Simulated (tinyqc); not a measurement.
Vibrations of a mass or spring defect in a linear chain. Changing the defect mass M'. Computed by tinyqc, a small Python program. Command: `OMP_NUM_THREADS=1 python tinyqc.py 3018252 3018253 out.jsonl localmode sweep`. One thread of a shared host (Intel(R) Xeon(R) Processor @ 2.30GHz), about 0.03 s of CPU time with the checks.

A ring of N atoms with nearest-neighbour springs k and motion along the chain. Atom 1 is the defect, of mass M', and its two springs are k'. All other atoms have the mass M.

Inputs (values chosen for the exercise, for a model chain): spring constant k = 2.62 eV/angstrom^2; host mass M = 42.1 u; spring ratio k'/k at the defect = 1.

Host: monatomic.

Constants: nu for 1 eV/(angstrom^2 u) = 15.6333042 THz.

Method:
- Host band: lambda from 0 to 4k/M.
- nu = 15.6333042 THz x sqrt(lambda), lambda in eV/(angstrom^2 u).
- D_ii = (sum of the two springs at i)/M_i, D_ij = -k_ij/sqrt(M_i M_j) for neighbours, closed into a ring.
- The same matrix for 120 atoms; amplitudes are the mass-weighted eigenvector, in size, relative to the defect, for the highest mode; its weight is the squared component of the normalised eigenvector on the defect.

One run for each value:
```
defect mass M' (u),ratio to the top of the host band,weight of the highest mode on the defect,"highest frequency, long ring (THz)"
1.7,3.555,9.794e-01,27.73
2.7,2.838,9.669e-01,22.14
4.2,2.297,9.475e-01,17.91
6.7,1.848,9.135e-01,14.41
17.0,1.246,7.470e-01,9.72
27.0,1.071,5.280e-01,8.36
42.0,1.000,1.009e-02,7.80
66.0,1.000,1.329e-05,7.80
110.0,1.000,2.825e-06,7.80
```

Give the missing row, defect mass M' (u) = 11.0.

Computed row; columns: (1) defect mass M' (u); (2) ratio to the top of the host band; (3) weight of the highest mode on the defect; (4) highest frequency, long ring (THz):
```
(1)     (2)        (3)    (4)
11.0  1.484  8.497e-01  11.57
```

Interpolating between the two neighbouring rows (the first column on a logarithmic scale, the others too where they are positive) misses most in weight of the highest mode on the defect, by 3.4 %. Over the rows, ratio to the top of the host band falls from 3.55 to 1.000; weight of the highest mode on the defect falls from 0.979 to 2.82e-6 (exponent d ln y / d ln x -0.028 between the first rows and -3.0 between the last); highest frequency, long ring (THz) falls from 27.7 to 7.80. At the low end the exponent of highest frequency, long ring is -0.49, close to -0.50: a very light atom vibrates against nearly fixed neighbours. At the high end the exponent of highest frequency, long ring is 0.00, close to 0: the defect atom hardly takes part in the top mode. A mode above the band (ratio over 1.0005) appears for M' up to 27.0 u among these rows, 0.64 of the mass replaced. In this chain any lighter mass binds a mode, ever more weakly as it nears M.

Extremes, crossings and ranges named in words are read from the listed rows.
